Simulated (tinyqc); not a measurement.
Inside a calculation. Method: one-electron ion in a basis of Gaussians. One step of it, computed by the program tinyqc.

Question. Generalised eigenproblem. Solve H C = S C e through S^(-1/2); each column has its largest component positive (the first on a tie).

H = T + V (hartree), lower triangle:
```
           1          2          3
1  -0.306766
2  -0.202682  -0.460272
3  -0.052224  -0.307258  -0.075610
```

S, lower triangle:
```
          1         2         3
1  1.000000
2  0.392701  1.000000
3  0.045940  0.392982  1.000000
```

Give: eigenvalues of S; eigenvalues; coefficients.

Answer.

eigenvalues of S: 0.4669  0.9541  1.5790

eigenvalues (hartree): -0.4928  -0.2669  0.1745

coefficients:
```
        1        2        3
1  0.0796   1.0542   0.2905
2  0.8508  -0.3626  -0.7506
3  0.2373  -0.1634   1.0580
```

For Z = 3 and l = 2 the exact lowest level is -Z^2/(2 n^2) with n = l + 1: -0.500000 hartree.
